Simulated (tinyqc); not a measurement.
Contact radius against thickness: four-point probe, van der Pauw, Hall and spreading-resistance readings of a semiconductor layer. Computed by tinyqc, a small Python program. Command: `OMP_NUM_THREADS=1 python tinyqc.py 3112809 3112810 out.jsonl probe walk`. One thread of a shared host (Intel(R) Xeon(R) Processor @ 2.30GHz), about 0.01 s of CPU time with the checks.

The layer is uniform and ohmic; contacts are points unless a radius is given.

Inputs (values chosen for the exercise, modelled on p-type silicon): carrier density n = 1.1e+18 1/cm^3; drift mobility mu = 94.1 cm^2/(V s); layer thickness t = 460 micrometre.

Backing of the layer: conducting.

Constants: e = 1.602176634e-19 C.

Method:
- rho = 1/(e n mu); R_s = rho/t.
- Flat disc contact with the current density of a half-space: R = (rho/(4 a)) c, c = (4/pi) int_0^infinity K(x t/a) sin(x) J1(x)/x^2 dx for a conducting backing, K = tanh, with the voltage averaged over the disc; c tends to 1 for t >> a.
- Compared with (2/pi) arctan(2 t/a) and with the column value 4 t/(pi a).

resistivity rho = 0.0602986 ohm cm

At the given t:
```
t/a         c  arctan form  column form     R (ohm)
0.1   0.10891      0.12567   1.2732e-01  3.5691e-03
0.2   0.20149      0.24224   2.5465e-01  1.3206e-02
0.5   0.41490      0.50000   6.3662e-01  6.7984e-02
1.0   0.62068      0.70483   1.2732e+00  2.0340e-01
2.0   0.78894      0.84404   2.5465e+00  5.1709e-01
5.0   0.91241      0.93655   6.3662e+00  1.4950e+00
10.0  0.95596      0.96820   1.2732e+01  3.1328e+00
30.0  0.98529      0.98939   3.8197e+01  9.6867e+00
```

The arctan form misses c by at most about 21 % over these rows; the column form is off by +17 % at t/a = 0.1 and by +105 % at t/a = 1, where the current spreads beyond the disc.
